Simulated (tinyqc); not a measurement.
Thinning the film: dielectric confinement in a thin film (image charges).

A film |z| < t/2 of dielectric constant eps between half-spaces of dielectric constant e2; lam = (eps - e2)/(eps + e2), q = e^2/(4 pi eps0). The self-energy of a band edge is taken with the high-frequency value, e2 = eh, and the field of a fixed ion with the static one, e2 = eo. A charge at z has images lam^|n| at n t + (-1)^n z. Its self-energy is S(z) = (q/2 eps) sum over n >= 1 of lam^n [1/(n t - 2z) + 1/(n t + 2z)] for odd n and 2 lam^n/(n t) for even n; at the centre S(0) = -(q/(eps t)) ln(1 - lam).

Donor at the centre, lam from the static eo, trial function cos(pi z/t) exp(-rho/l): E(l) = c/(m l^2) - (q/eps) times the integral over k of F(k t) (1 + (k l/2)^2)^(-3/2), with F(x) = F0 + 2 lam exp(-x) G/(1 - lam exp(-x)), F0 = 2[(1 - exp(-x/2))/x + x (1 + exp(-x/2))/(x^2 + 4 pi^2)], G = 2 sinh(x/2)[1/x - x/(x^2 + 4 pi^2)]; c = hbar^2/2m0. The binding energy is -E at the minimum, counted from the subband edge with its self-energy.

Constants: e^2/(4 pi eps0) = 14.39964547 eV angstrom; hbar^2/2m0 = 3.80998211 eV angstrom^2; Ry = 13.60569312 eV.

Inputs chosen for the exercise (near those of a Ge film in vacuum; not measured data): eps = 16.3 (dielectric constant of the film); eh = 1 (high-frequency dielectric constant outside); eo = 1 (static dielectric constant outside); m = 0.147 m0 (mass in the plane); mz = 0.122 m0 (mass across the film); ts = (10, 15, 22, 32, 48, 70, 100) angstrom (thicknesses).

<S> is the mean over (2/t) cos^2(pi z/t); confinement c (pi/t)^2/mz; donor binding with and without images.

Results:
```
t (angstrom)  <S> (meV)  confinement (meV)  binding, no images (meV)  binding (meV)  l (angstrom)
10                208.1             3082.2                      25.8          292.6          18.1
15                138.7             1369.9                      24.3          216.9          21.6
22                 94.6              636.8                      22.6          162.7          25.6
32                 65.0              301.0                      20.8          122.3          30.1
48                 43.3              133.8                      18.5           89.5          35.9
70                 29.7               62.9                      16.4           66.7          42.1
100                20.8               30.8                      14.3           50.5          48.9
```

What can be read from this table?

Between 100 and 10 angstrom the binding goes from 50.5 to 292.6 meV; quantum confinement alone would take it from 14.3 to 25.8, so the images supply +36.2 and +266.8 meV. |<S>| goes as 1/t and exceeds the confinement energy beyond 148 angstrom. Hard-wall energies above 300 meV (up to t = 32 angstrom) overstate the confinement: walls are finite and valleys non-parabolic.

tinyqc: `OMP_NUM_THREADS=1 python tinyqc.py 1252685 1252686 out.jsonl`; about 0.1 s, one thread, shared Intel(R) Xeon(R) Processor @ 2.30GHz.
